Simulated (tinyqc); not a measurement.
Geometry relaxation of a small cluster: one step, computed by the program tinyqc. Command: `OMP_NUM_THREADS=1 python tinyqc.py 3027079 3027080 out.jsonl relax walk`. One thread of a shared host (Intel(R) Xeon(R) Processor @ 2.30GHz), about 0.01 s of CPU time with the checks.

E = sum_i {sum_j A exp(-p (r_ij/r0 - 1)) - xi sqrt(rho_i)}, rho_i = sum_j exp(-2 q (r_ij/r0 - 1)); the force on i is -sum_j w_ij (R_i - R_j)/r_ij with w_ij = -(2p/r0) A exp(-p (r_ij/r0 - 1)) + (xi q/r0) exp(-2 q (r_ij/r0 - 1)) (rho_i^(-1/2) + rho_j^(-1/2)).

Task: Energy and forces at the start. Evaluate E and the forces at the starting positions.

Inputs (values chosen for the exercise, for model atoms):
```
quantity     value      unit
length r0     2.59  angstrom
repulsion A   0.19        eV
hopping xi    2.81        eV
decay p       9.75         -
decay q       2.28         -
```

Potential: Gupta. Method: steepest descent.

starting positions (angstrom):
```
            x      y      z
atom 1  -0.12   0.03  -0.02
atom 2   2.32  -0.08   0.15
atom 3   1.37   2.24      0
atom 4   1.16   0.39   1.93
```

Give: distances; energy at the start; forces.

Result:

distances (angstrom): 1-2 2.4484, 1-3 2.6654, 1-4 2.3602, 2-3 2.5115, 2-4 2.1760, 3-4 2.6817

energy at the start = -17.590 eV

forces (eV/angstrom):
```
              x        y        z
atom 1   1.6249   1.1195   0.3106
atom 2  -0.0916   0.6203  -1.7048
atom 3  -0.4288  -2.9614   0.9400
atom 4  -1.1044   1.2216   0.4542
```
